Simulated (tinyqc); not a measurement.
# Surface Green function of a two-leg ladder, Sancho-Rubio decimation: densities of states against energy

A semi-infinite lead of cells 0, 1, 2, ... with H0 inside a cell and H1 = <cell i|H|cell i + 1>. One rung (site 1 on leg a, site 2 on leg b) is a cell; all hoppings enter with a minus sign. z = E + i eta.

Start with e_s = e = H0, a = H1, b = H1^dagger. Each round: g = (z - e)^(-1); e_s <- e_s + a g b; e <- e + a g b + b g a; a <- a g a; b <- b g b (all with the old a, b). Round k joins cells 2^k apart. Stop when the largest entry of the matrices a and b is below 1e-12 eV; g_s = (z - e_s)^(-1), bulk (z - e)^(-1), density of states -Im Tr/pi. Here eta = 0.01 eV. Open modes are the crossings of E with the bands of H0 + H1 exp(ik) + H1^dagger exp(-ik) for 0 < k < pi.

H0 (eV):
```
       1      2
1      0  -1.22
2  -1.22  -1.59
```

H1 (eV):
```
      1      2
1  -2.5  -0.77
2     0  -3.15
```

Densities of states against energy:
```
E (eV)  open modes  rounds  surface (1/eV)  bulk (1/eV)
-9.79            0       6        1.985e-4     5.880e-4
-8.37            1      13         0.03833       0.1242
-6.95            1      14         0.06884      0.06896
-5.53            1      15         0.08419      0.05630
-4.1             1      15         0.09349      0.06393
-2.68            2      15          0.1890       0.1449
-1.26            2      15          0.2170       0.1225
0.17             2      15          0.2229       0.1191
1.59             2      14          0.2103       0.1272
3.01             2      14          0.1759       0.1553
4.44             1      13         0.08629       0.1464
5.86             0       6        4.890e-4     0.001748
```

The bands of the infinite lead run over -8.90 to 4.38, -3.99 to 5.33 eV. The rounds lie between 6 and 15, 6.0 on average outside the bands and 14.3 inside. The surface density of states is largest at E = 0.17 eV among the rows (0.223 1/eV, bulk 0.119).

Program tinyqc, `OMP_NUM_THREADS=1 python tinyqc.py 2680113 2680114 out.jsonl`; Intel Xeon 2.30GHz, shared host, one thread, about 0.09 s.
